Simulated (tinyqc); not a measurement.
What each parameter does: six-band k.p model of the valence band of a wurtzite crystal.

At k = 0: E1 = D1c + D2c + Te + Le (pure HH); E2, E3 = Le + u +/- sqrt(u^2 + 2 D3c^2), u = (D1c - D2c + Te)/2, D1c = Dcr, D2c = D3c = Dso/3. The weight of LH in state 2 is fL = (E2 - Le)^2/((E2 - Le)^2 + 2 D3c^2). Relative strengths of transitions to the conduction band: for E perpendicular to c (TE) 1/2, fL/2, (1 - fL)/2; for E along c (TM) 0, 1 - fL, fL, with one momentum element for both directions.

Strain of a c-plane layer: exx = eyy = e_par, ezz = -2 (C13/C33) e_par; Le = D1 ezz + D2 (exx + eyy), Te = D3 ezz + D4 (exx + eyy).

Conduction edge: Ec = (top of the unstrained valence band) + Eg + (a1 + D1) ezz + (a2 + D2)(exx + eyy).

Inputs chosen for the exercise (near those of AlN; not measured data):
- Dcr = -0.1817 eV (crystal-field splitting)
- Dso = 0.0191 eV (spin-orbit splitting)
- Eg = 6.264 eV (direct gap at Gamma from the top of the unstrained valence band)
- a1 = -3.49 eV (gap potential along c)
- a2 = -12.22 eV (gap potential in the plane)
- D1 = -16.65 eV
- D2 = 7.66 eV
- D3 = 8.45 eV
- D4 = -3.81 eV
- C13 = 107 GPa
- C33 = 386 GPa
- e_par = -0.0097 (exx = eyy of a c-plane layer)

Splittings at k = 0 under the strain, fL and the lowest transition.

Results for these values:
```
case  E1 - E2 (meV)  E1 - E3 (meV)      fL  lowest transition (eV)
base         -57.14          13.89  0.0163                  6.4816
```

What happens to each result for D2 = 9.192 eV, all else kept?

Answer: E1 - E2 does not change at the printed digits; E1 - E3 does not change at the printed digits; fL does not change at the printed digits; lowest transition does not change at the printed digits.

The same for each parameter in turn:
```
case              E1 - E2 (meV)  E1 - E3 (meV)      fL  lowest transition (eV)
base                     -57.14          13.89  0.0163                  6.4816
a2 = -9.776 eV           -57.14          13.89  0.0163                  6.4342
D1 = -19.98 eV           -57.14          13.89  0.0163                  6.4816
e_par = -0.01164         -33.85          14.47  0.0360                  6.5246
D3 = 6.76 eV             -66.09          13.76  0.0129                  6.4817
D2 = 9.192 eV            -57.14          13.89  0.0163                  6.4816
C13 = 128.4 GPa          -48.22          14.06  0.0214                  6.4776
D4 = -4.572 eV           -42.66          14.20  0.0257                  6.4813
a1 = -2.792 eV           -57.14          13.89  0.0163                  6.4853
```

D1 and D2 shift all valence edges and the conduction edge alike, so they drop out of splittings and transitions.

(tinyqc, `OMP_NUM_THREADS=1 python tinyqc.py 1081190 1081191 out.jsonl`, Intel(R) Xeon(R) Processor @ 2.30GHz, 1 thread, shared host, about 0.01 s.)
